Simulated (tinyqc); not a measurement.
Inside a calculation. Method: sp3 tight binding, zinc-blende lattice. One step of it, computed by the program tinyqc.

Problem. Bloch Hamiltonian at k. Slater-Koster rules over the four bonds with direction cosines (l, m, n): ss V_ss; s-px l V_sp; px-s -l V_sp; px-px l^2 V_pps + (1 - l^2) V_ppp; px-py l m (V_pps - V_ppp); each times exp(i k.d).

Parameters chosen for this model: zinc-blende lattice, anion at 0, cation at a/4 (1,1,1); V = eta hbar^2 / (m d^2), hbar^2/m = 7.619964 eV angstrom^2:
```
parameter          value      unit
a               6.390000  angstrom
d               2.766951  angstrom
Es anion      -12.700000        eV
Ep anion       -7.210000        eV
Es cation     -12.700000        eV
Ep cation      -7.210000        eV
eta ss         -1.400000
eta sp          1.840000
eta pp sigma    3.240000
eta pp pi      -0.810000
V ss           -1.393407        eV
V sp            1.831335        eV
V pp sigma      3.224742        eV
V pp pi        -0.806185        eV
```

k point k (2 pi / a): -0.250000  0.620000  -0.680000

Give: H(k) at k.

Solution.

H(k) at k (eV), lower triangle (Hermitian):
```
                a s           a px          a py           a pz
a s         -12.700
a px          0.000         -7.210
a py          0.000          0.000        -7.210
a pz          0.000          0.000         0.000         -7.210
c s   -1.394-1.546i  -2.832-0.438i  0.797+1.557i  -0.645-1.925i
c px   2.832+0.438i   0.538+0.596i  0.820+2.446i  -1.013-1.978i
c py  -0.797-1.557i   0.820+2.446i  0.538+0.596i   3.599+0.557i
c pz   0.645+1.925i  -1.013-1.978i  3.599+0.557i   0.538+0.596i

          c s    c px    c py    c pz
c s   -12.700
c px    0.000  -7.210
c py    0.000   0.000  -7.210
c pz    0.000   0.000   0.000  -7.210
```
